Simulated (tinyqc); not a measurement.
Two-valley model of the transferred-electron effect. Which input was changed? Computed by tinyqc, a small Python program. Command: `OMP_NUM_THREADS=1 python tinyqc.py 3007892 3007893 out.jsonl gunn which`. One thread of a shared host (Intel(R) Xeon(R) Processor @ 2.30GHz), about 0.1 s of CPU time with the checks.

Both kinds of valley share one electron temperature T_e, and each has a constant mobility.

Inputs (values chosen for the exercise, for a model semiconductor):
```
quantity                       value        unit
central-valley mass m1         0.068         m_0
satellite-valley mass m2        0.29         m_0
satellite valleys Z                4           -
valley separation dE            0.41          eV
central-valley mobility mu1     8900  cm^2/(V s)
satellite-valley mobility mu2    190  cm^2/(V s)
energy relaxation time tau_E    0.29          ps
lattice temperature T            300           K
electric field F                 6.5       kV/cm
mixing                          0.05           -
iteration cap                    600           -
```

Solver: damped fixed point.

Constants: k_B = 8.617333262e-05 eV/K.

Method:
- Density-of-states ratio R = Z (m2/m1)^(3/2); n2/n1 = R exp(-dE/(k_B T_e)); mean mobility mu = (mu1 + mu2 n2/n1)/(1 + n2/n1); energy balance e mu F^2 = (3/2) k_B (T_e - T)/tau_E; v = mu F.
- Fixed point from T_e = T: T_out = T + (2/3) e mu(T_e) F^2 tau_E/k_B, T_new = T_e + mixing (T_out - T_e); stop when |T_out - T_e| is below 1e-6 K.
- Using T_e as the parameter, F(T_e) = sqrt(3 k_B (T_e - T)/(2 e mu tau_E)) and v = mu F; find the first maximum and the next minimum of v, and the most negative dv/dF between them.

Task: One of these inputs alone was changed, within the range given: valley separation dE (0.205 to 0.82); satellite-valley mobility mu2 (95 to 380); energy relaxation time tau_E (0.145 to 0.58); lattice temperature T (150 to 600). Which one, and to what value?

Results:
```
run     peak velocity (1e7 cm/s)  drift velocity (1e7 cm/s)  peak-to-valley ratio
before                  4.676423                   4.605494              1.206860
after                   4.883706                   4.803715              1.245223
```

Result:

Each candidate set to reproduce peak velocity, and what it then gives:
```
candidate                                   range searched  value needed  drift velocity (1e7 cm/s)  peak-to-valley ratio
valley separation dE (eV)                    0.205 to 0.82        0.4371                     4.7760                1.2168
satellite-valley mobility mu2 (cm^2/(V s))       95 to 380  out of reach                          -                     -
energy relaxation time tau_E (ps)            0.145 to 0.58        0.2659                     4.7649                1.2069
lattice temperature T (K)                       150 to 600         228.0                     4.8037                1.2452
```

Only lattice temperature T fits every result: it went from 300 to 228 K. The next best candidate, valley separation dE, misses one result by 2.3 %.
